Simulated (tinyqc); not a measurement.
Surface Green function of a zigzag honeycomb ribbon two chains wide, Sancho-Rubio decimation: one step of the calculation.

A semi-infinite lead of cells 0, 1, 2, ... with H0 inside a cell and H1 = <cell i|H|cell i + 1>. Cell of four sites joined 1-2-3-4 by -t; site 2 joins site 1 of the next cell and site 3 joins site 4 of the next cell. z = E + i eta.

Task. Decimation. Start with e_s = e = H0, a = H1, b = H1^dagger. Each round: g = (z - e)^(-1); e_s <- e_s + a g b; e <- e + a g b + b g a; a <- a g a; b <- b g b (all with the old a, b). Round k joins cells 2^k apart.

Inputs (values chosen for the exercise):
```
symbol,value,unit,meaning
E,3.28,eV,energy
eta,0.01,eV,broadening
```

H0 (eV):
```
      1      2     3      4
1  0.16   -2.7     0      0
2  -2.7  -0.16  -2.7      0
3     0   -2.7  0.16   -2.7
4     0      0  -2.7  -0.16
```

H1 (eV):
```
      1  2  3     4
1     0  0  0     0
2  -2.7  0  0     0
3     0  0  0  -2.7
4     0  0  0     0
```

Give: g; e_s after round 1; e after round 1; a after round 1; b after round 1.

Result.

g (1/eV):
```
                   1                  2                  3                  4
1   0.19935-0.00290i   0.14000+0.00261i  -0.37771-0.00095i   0.29646-0.00012i
2   0.14000+0.00261i  -0.16177-0.00354i   0.43646+0.00249i  -0.34258-0.00096i
3  -0.37771-0.00095i   0.43646+0.00249i  -0.17837-0.00385i   0.14000+0.00261i
4   0.29646-0.00012i  -0.34258-0.00096i   0.14000+0.00261i   0.18080-0.00258i
```

e_s after round 1 (eV):
```
                 1                2                3                4
1   0.1600+0.0000i  -2.7000+0.0000i   0.0000+0.0000i   0.0000+0.0000i
2  -2.7000+0.0000i   1.2932-0.0211i  -0.5388-0.0009i   0.0000+0.0000i
3   0.0000+0.0000i  -0.5388-0.0009i   1.4781-0.0188i  -2.7000+0.0000i
4   0.0000+0.0000i   0.0000+0.0000i  -2.7000+0.0000i  -0.1600+0.0000i
```

e after round 1 (eV):
```
                 1                2                3                4
1  -1.0193-0.0258i  -2.7000+0.0000i   0.0000+0.0000i   3.1818+0.0182i
2  -2.7000+0.0000i   1.2932-0.0211i  -0.5388-0.0009i   0.0000+0.0000i
3   0.0000+0.0000i  -0.5388-0.0009i   1.4781-0.0188i  -2.7000+0.0000i
4   3.1818+0.0182i   0.0000+0.0000i  -2.7000+0.0000i  -1.4603-0.0280i
```

a after round 1 (eV):
```
                 1               2               3                4
1   0.0000+0.0000i  0.0000+0.0000i  0.0000+0.0000i   0.0000+0.0000i
2   1.0206+0.0190i  0.0000+0.0000i  0.0000+0.0000i  -2.7535-0.0069i
3  -2.4974-0.0070i  0.0000+0.0000i  0.0000+0.0000i   1.0206+0.0190i
4   0.0000+0.0000i  0.0000+0.0000i  0.0000+0.0000i   0.0000+0.0000i
```

b after round 1 (eV):
```
                1                2                3               4
1  0.0000+0.0000i   1.0206+0.0190i  -2.4974-0.0070i  0.0000+0.0000i
2  0.0000+0.0000i   0.0000+0.0000i   0.0000+0.0000i  0.0000+0.0000i
3  0.0000+0.0000i   0.0000+0.0000i   0.0000+0.0000i  0.0000+0.0000i
4  0.0000+0.0000i  -2.7535-0.0069i   1.0206+0.0190i  0.0000+0.0000i
```

tinyqc, about 0.04 s, one thread, Intel Xeon 2.30GHz (shared host): `OMP_NUM_THREADS=1 python tinyqc.py 2680022 2680023 out.jsonl`
